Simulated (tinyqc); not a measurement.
# Changing the fraction x of B

Model: elastic strain and critical thickness of a cubic alloy layer A(1-x)B(x) on a thick substrate. Computed by tinyqc, a small Python program. Command: `OMP_NUM_THREADS=1 python tinyqc.py 3028643 3028644 out.jsonl misfit sweep`. One thread of a shared host (Intel(R) Xeon(R) Processor @ 2.30GHz), about 0.01 s of CPU time with the checks.

Strain is positive in tension. The layer is coherent with the substrate unless said otherwise.

Inputs (values chosen for the exercise, modelled on GaAs(1-x)Sb(x) on GaAs): lattice constant a_A = 5.653 angstrom; lattice constant a_B = 6.096 angstrom; substrate lattice constant a_S = 5.653 angstrom; layer thickness h = 36 nm; X-ray wavelength = 1.540593 angstrom; start of the iteration h0/b = 100.

Growth plane: (001). Layer: buried under a thick cap. Misfit dislocation: 60-degree.

C11, C12, C44 of A (GPa): [118.2, 54.26, 60.12]

C11, C12, C44 of B (GPa): [88.5, 39.97, 42.66]

Method:
- a = (1 - x) a_A + x a_B, the same rule for each C_ij; misfit f = (a_S - a)/a, the in-plane strain of the coherent layer.
- (001): D = 2 C12/C11, M = C11 + C12 - 2 C12^2/C11. The free surface carries no normal stress, so e_perp = -D f; dV/V = 2 f + e_perp; stress = M f; energy per area = M f^2 h (1 GPa nm = 1 J/m^2).
- Reflection 004: d = a_perp/sqrt(16), with a_perp = a (1 + e_perp) for the coherent layer, a for the relaxed layer and a_S for the substrate; sin(theta) = lambda/(2 d).
- Voigt averages: G = (C11 - C12 + 3 C44)/5, B = (C11 + 2 C12)/3, nu = (3 B - 2 G)/(2 (3 B + G)); b = a/sqrt(2). The 60-degree dislocation has cos alpha = 1/2, and cos lambda = 1/2 on (001).
- Matthews-Blakeslee: h_c = A [ln(h_c/b) + 1], A = b (1 - nu cos^2 alpha)/(4 pi |f| (1 + nu) cos lambda), the factor 4 pi being that of a buried layer, with a dislocation at both interfaces.
- Start at h0, put the right side back in, and stop when the change is below 1e-9 h or h turns negative.

One run for each value; columns: (1) fraction x of B; (2) misfit f; (3) in-plane stress (GPa); (4) critical thickness h_c (Matthews-Blakeslee) (nm); (5) peak separation of the coherent layer (arcsec); (6) biaxial modulus M (GPa):
```
(1)         (2)      (3)     (4)     (5)     (6)
0.04  -0.003125  -0.3795  101.84    -800  121.43
0.13  -0.010085  -1.1971   24.88   -2558  118.71
0.22  -0.016948  -1.9657   12.99   -4259  115.98
0.32  -0.024463  -2.7633    8.09   -6085  112.96
0.41  -0.031130  -3.4315    5.87   -7674  110.23
0.50  -0.037705  -4.0536    4.52   -9214  107.51
0.59  -0.044192  -4.6306    3.62  -10707  104.78
0.68  -0.050593  -5.1633    2.97  -12156  102.06
0.78  -0.057604  -5.7045    2.45  -13715   99.03
0.87  -0.063826  -6.1467    2.09  -15075   96.30
0.96  -0.069967  -6.5474    1.81  -16395   93.58
```

Over the rows, misfit f falls from -0.00312 to -0.0700 (exponent d ln y / d ln x 0.99 between the first rows and 0.93 between the last); in-plane stress (GPa) falls from -0.379 to -6.55 (exponent d ln y / d ln x 0.97 between the first rows and 0.64 between the last); critical thickness h_c (Matthews-Blakeslee) (nm) falls from 102 to 1.81 (exponent d ln y / d ln x -1.2 between the first rows and -1.5 between the last). h_c |f| / 1 nm runs from 0.318 to 0.126: it would be constant but for the logarithm and the drift of b and nu.

Caution (rows 0.320, 0.410, 0.500, 0.590, 0.680, 0.780, 0.870, 0.960): above about 2 % misfit, linear elasticity is rough and compressed layers tend to form islands before dislocations. Caution (rows 0.780, 0.870, 0.960): a critical thickness of a few Burgers vectors is outside continuum elasticity and hangs on the core term.

Extremes, crossings and ranges named in words are read from the listed rows.
